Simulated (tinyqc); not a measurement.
# Random telegraph noise from one oxide trap in a small MOSFET: effects of single changes

An acceptor-like trap exchanges electrons with the channel. Inversion charge Q = Cox u, u = n Vt W0(exp((Vg - VT)/(n Vt))), W0 the Lambert function, n = nf, Cox = eps0 eox/tox; linear regime Id = (W/L) mu Q Vd. Relative to threshold the surface potential rises by Vt ln(u/u0) and the oxide voltage by the rest of Vg - VT, with u0 = n Vt W0(1).

Values chosen for this exercise; values of the order met in silicon transistors:
```
symbol,value,unit,meaning
T,300,K,temperature
eox,3.9,,relative permittivity of the gate insulator (close to silicon dioxide)
tox,1.8,nm,insulator thickness
xt,0.6,nm,depth of the trap from the channel interface
E0,0.24,eV,trap level above the channel Fermi level at threshold
s0,2e-16,cm^2,capture prefactor
EB,0.28,eV,capture barrier (lattice relaxation)
lt,0.1,nm,tunnelling decay length
vth,1.7e7,cm/s,thermal velocity
zi,2.6,nm,thickness of the inversion layer
VT,0.5,V,threshold voltage
nf,1.27,,body factor
W,59,nm,gate width
L,98,nm,gate length
mu,170,cm^2/(V s),mobility
asc,1.8e-16,V s,scattering coefficient of the charged trap
Vd,0.1,V,drain voltage
Vg,1.05,V,gate voltage
```

Constants: q = 1.602176634e-19 C, kB = 1.380649e-23 J/K, Vt = kB T/q, eps0 = 8.8541878128e-14 F/cm where lengths are in cm. Results are converted to the units shown.

Each table varies one quantity; the others keep the values above.

## Time constants and noise against gate voltage

N = Cox u/q; dpsi = Vt ln(u/u0); E = E0 - dpsi - (xt/tox)(Vg - VT - dpsi); capture time tc = 1/[(N/zi) vth s0 exp(-xt/lt - EB/Vt)]; emission time te = tc exp(-E/Vt); occupancy te/(tc + te). A = W L; threshold step dV = q (1 - xt/tox)/(Cox A); gm/Id = 1/(u + n Vt); relative step dI/I = (gm/Id) dV + asc mu/A. fc = (1/tc + 1/te)/(2 pi); rms = (dI/I) sqrt(tc te)/(tc + te).

Results:
```
Vg (V)	E (eV)	tc (s)	te (s)	occupancy	dI/I (%)	fc (Hz)	rms dI/I (%)
0.81	0.09231	5.336e-4	1.501e-5	0.02736	0.4006	1.090e4	0.06535
0.87	0.06890	4.377e-4	3.046e-5	0.06506	0.3443	5589	0.08492
0.93	0.04600	3.700e-4	6.242e-5	0.1444	0.3031	2980	0.1065
1.05	0.001280	2.813e-4	2.677e-4	0.4876	0.2471	1160	0.1235
1.11	-0.02070	2.508e-4	5.585e-4	0.6901	0.2273	919.5	0.1051
1.17	-0.04248	2.262e-4	0.001170	0.8380	0.2111	839.8	0.07779
1.23	-0.06410	2.058e-4	0.002457	0.9227	0.1976	838.0	0.05277
1.29	-0.08559	1.888e-4	0.005174	0.9648	0.1861	873.8	0.03430
```

Estimate the missing row, Vg = 0.99 V.

Computed row:
```
Vg (V)	E (eV)	tc (s)	te (s)	occupancy	dI/I (%)	fc (Hz)	rms dI/I (%)
0.99	0.02349	3.198e-4	1.289e-4	0.2873	0.2717	1732	0.1229
```

With this row back in the table: tc falls from 5.34e-4 to 1.89e-4 s as the channel fills and te rises from 1.50e-5 to 0.00517 s; they are equal at Vg = 1.05 V, where E = 0. The rms noise goes from 0.0654 through a maximum of 0.124 (at Vg = 1.05 V among the rows listed) to 0.0343 %. The slope -Vt d ln(tc/te)/dVg is 0.390 between the first two rows and 0.358 between the last two; it tends to xt/tox = 0.333 only when the surface potential stops moving.

## Effect of the depth of the trap from the channel interface

Same model as above.

Effect of the depth of the trap from the channel interface:
```
xt (nm)	E (eV)	tc (s)	te (s)	occupancy	dI/I (%)	fc (Hz)	rms dI/I (%)
0.09	0.1336	1.715e-6	9.779e-9	0.005670	0.3296	1.637e7	0.02475
0.27	0.08688	1.037e-5	3.601e-7	0.03355	0.3005	4.573e5	0.05410
0.45	0.04019	6.276e-5	1.326e-5	0.1744	0.2714	1.454e4	0.1030
0.63	-0.006502	3.797e-4	4.883e-4	0.5626	0.2422	745.1	0.1202
0.81	-0.05319	0.002297	0.01798	0.8867	0.2131	78.14	0.06754
0.99	-0.09989	0.01390	0.6621	0.9794	0.1840	11.69	0.02611
1.17	-0.1466	0.08407	24.38	0.9966	0.1549	1.900	0.009062
```

As xt goes from 0.09 to 1.17, tc rises from 1.71e-6 to 0.0841 s, te rises from 9.78e-9 to 24.4 s and dI/I falls from 0.330 to 0.155 %. tc grows a decade every lt ln 10 = 0.230 nm of depth; traps spread evenly in depth therefore give corner frequencies spread evenly on a log scale, whose sum is 1/f noise if the traps contribute equal variances.

Range of the model: VT is taken as given; short-channel effects and the uneven flow of current among few electrons are left out.

Program tinyqc, `OMP_NUM_THREADS=1 python tinyqc.py 2710115 2710116 out.jsonl`; Intel Xeon 2.30GHz, shared host, one thread, about 0.01 s.
